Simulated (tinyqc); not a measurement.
Plane-wave Kohn-Sham cycle with exchange-only LDA in a layered model solid, step by step. One step of it, computed by the program tinyqc.

Problem. Iteration 1: potential. V_H(G) = 4 pi rho(G)/G^2 for G != 0 (uniform background); v_x = -(3 rho/pi)^(1/3); V = V_ext + V_H + v_x; Fourier components f(G_m) = (1/N) sum_j f(x_j) exp(-i G_m x_j).

A solid whose potential varies along x alone (atomic units):
```
parameter                      value
period a                   16.400000
cross-section of the cell  21.000000
electrons per cell                 2
grid points                       16
plane waves -n..n, n               2
k points                           2
V1 in V1 cos(2 pi x/a)     -0.560000
V2 in V2 cos(4 pi x/a)      0.170000
```

density at the start, on the grid x_j = j a/N (e/bohr^3): [0.00580720, 0.00580720, 0.00580720, 0.00580720, 0.00580720, 0.00580720, 0.00580720, 0.00580720, 0.00580720, 0.00580720, 0.00580720, 0.00580720, 0.00580720, 0.00580720, 0.00580720, 0.00580720]

Give: Potentials on the grid; V(G_m), m = 0, 1, 2, ....

Solution.

Potentials on the grid (hartree):
```
x          V_ext     V_H      v_x        V
0.0000   -0.3900  0.0000  -0.1770  -0.5670
1.0250   -0.3972  0.0000  -0.1770  -0.5742
2.0500   -0.3960  0.0000  -0.1770  -0.5730
3.0750   -0.3345  0.0000  -0.1770  -0.5115
4.1000   -0.1700  0.0000  -0.1770  -0.3470
5.1250    0.0941  0.0000  -0.1770  -0.0829
6.1500    0.3960  0.0000  -0.1770   0.2190
7.1750    0.6376  0.0000  -0.1770   0.4606
8.2000    0.7300  0.0000  -0.1770   0.5530
9.2250    0.6376  0.0000  -0.1770   0.4606
10.2500   0.3960  0.0000  -0.1770   0.2190
11.2750   0.0941  0.0000  -0.1770  -0.0829
12.3000  -0.1700  0.0000  -0.1770  -0.3470
13.3250  -0.3345  0.0000  -0.1770  -0.5115
14.3500  -0.3960  0.0000  -0.1770  -0.5730
15.3750  -0.3972  0.0000  -0.1770  -0.5742
```

V(G_m), m = 0, 1, 2, ... (hartree): [-0.1770, -0.2800, 0.0850, 0.0000, 0.0000]
